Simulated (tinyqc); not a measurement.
# Ideality, saturation current and resistance from three points

Inverse problem. Well above the saturation current a diode obeys V = n Vt ln(I/I0) + I Rs. Find n, Rs and I0.

Values chosen for this exercise:

| symbol | value | unit | meaning |
|---|---|---|---|
| T | 450 | K | temperature |

Constants: q = 1.602176634e-19 C, kB = 1.380649e-23 J/K, Vt = kB T/q. Results are converted to the units shown.

currents (A): [3e-6, 0.0003, 0.005]
voltages (V): [1.0193882, 1.2712022, 1.4253036]

Answer. V is linear in the three unknowns n Vt, Rs and -n Vt ln I0, so three points give a linear system.

n = 1.410
Rs = 0.05800 ohm
I0 = 2.400e-14 A

Computed by the program tinyqc: `OMP_NUM_THREADS=1 python tinyqc.py 2260039 2260040 out.jsonl`, one thread of a shared Intel Xeon 2.30GHz, about 0.01 s for the whole run.
